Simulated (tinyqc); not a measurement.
Dopants and charged point defects at anneal temperature: Fermi-level effect, clustering and pairing: one step, computed by the program tinyqc. Command: `OMP_NUM_THREADS=1 python tinyqc.py 3026902 3026903 out.jsonl pairing walk`. One thread of a shared host (Intel(R) Xeon(R) Processor @ 2.30GHz), about 0.02 s of CPU time with the checks.

Boltzmann statistics and full ionisation of active dopants. Energies are counted from the valence band; the defect (a vacancy or self-interstitial) has five charge states, with all degeneracy factors one.

Question. Active and clustered dopant. p = A/2 + sqrt(A^2/4 + n_i^2) for an active density A. k ionised dopants and k carriers form one neutral cluster: C = N_s (A/N_s)^k (p/N_b)^k exp(E_b/k_B T), N_b the effective density of states of the majority band, and N = A + k C (60 bisections in ln A between ln N - 90 and ln N).

Inputs (values chosen for the exercise, with bands modelled on germanium):

| quantity | value | unit |
|---|---|---|
| anneal temperature T | 760 | K |
| total dopant density N | 2.1e+18 | cm^-3 |
| site density N_s | 4.6e+22 | cm^-3 |
| dopant atoms per cluster k | 2 | - |
| cluster binding energy E_b | 0.96 | eV |

Dopant: acceptor. Second part: clustering of the dopant.

E_g = 0.4731050 eV

k_B T = 0.06549173 eV

n_i = 7.511165e+17 cm^-3

E_i = 0.2122023 eV

effective density of states N_b of the majority band = 1.918145e+19 cm^-3

Give: active density A; clusters C; active share.

Answer.

active density A = 1.1821e+18 cm^-3

clusters C = 4.5893e+17 cm^-3

active share = 0.56292

44 % of the dopant is lost to clusters.
